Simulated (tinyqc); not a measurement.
Nanowire ballistic transistor, top-of-the-barrier model: one step of the calculation.

At the top of the source barrier, states moving towards the drain are filled by the source (Fermi level 0) and states moving back by the drain (Fermi level -q Vd); nothing scatters. U is the shift of the band edge there, set by the capacitances CG, CD and CS (the total) and by the charge. Parabolic one-dimensional subbands; the source is grounded.

Task. Density of states, capacitances and charge at zero bias. N0 = gv sqrt(2 m kB T/pi)/hbar, CG = 2 pi eps0 eox/ln(1 + 2 tox/d), CS = CG/aG, n0 = n at U = 0 and Vd = 0. eta1 = -(E0 + U)/Vt, eta2 = eta1 - Vd/Vt, n = (N0/2)[F_(-1/2)(eta1) + F_(-1/2)(eta2)], F_(-1/2)(x) = (1/sqrt(pi)) int_0^infinity u^(-1/2)/(1 + exp(u - x)) du. Each F is summed over the two subbands, F(eta) + F(eta - dE/Vt), which share the mass. UL = -(aG Vg + aD Vd).

Parameters, values chosen for the exercise; mass and valleys close to those of gallium nitride:

| symbol | value | unit | meaning |
|---|---|---|---|
| T | 77 | K | temperature |
| m | 0.205 | m0 | effective mass |
| gv | 1 |  | valley degeneracy |
| eox | 7.5 |  | relative permittivity of the gate insulator |
| tox | 5.2 | nm | insulator thickness |
| d | 6 | nm | wire diameter |
| dE | 0.29 | eV | offset of a second subband (0: none) |
| aG | 0.86 |  | gate control CG/CS |
| aD | 0.111 |  | drain control CD/CS |
| E0 | 0.3 | eV | band edge at the barrier top above the source Fermi level at zero bias |
| Vg | 0.4 | V | gate voltage |
| Vd | 0.2 | V | drain voltage |

Constants: q = 1.602176634e-19 C, kB = 1.380649e-23 J/K, hbar = 1.054571817e-34 J s, m0 = 9.1093837015e-31 kg, Vt = kB T/q, eps0 = 8.8541878128e-14 F/cm where lengths are in cm. Results are converted to the units shown.

Wanted: N0; CG; CS; n0; UL.

Result.

N0 = 1.066e6 cm^-1
CG = 4.150 pF/cm
CS = 4.825 pF/cm
n0 = 2.468e-14 cm^-1
UL = -0.3662 eV

Program tinyqc, `OMP_NUM_THREADS=1 python tinyqc.py 2400004 2400005 out.jsonl`; Intel Xeon 2.30GHz, shared host, one thread, about 0.09 s.
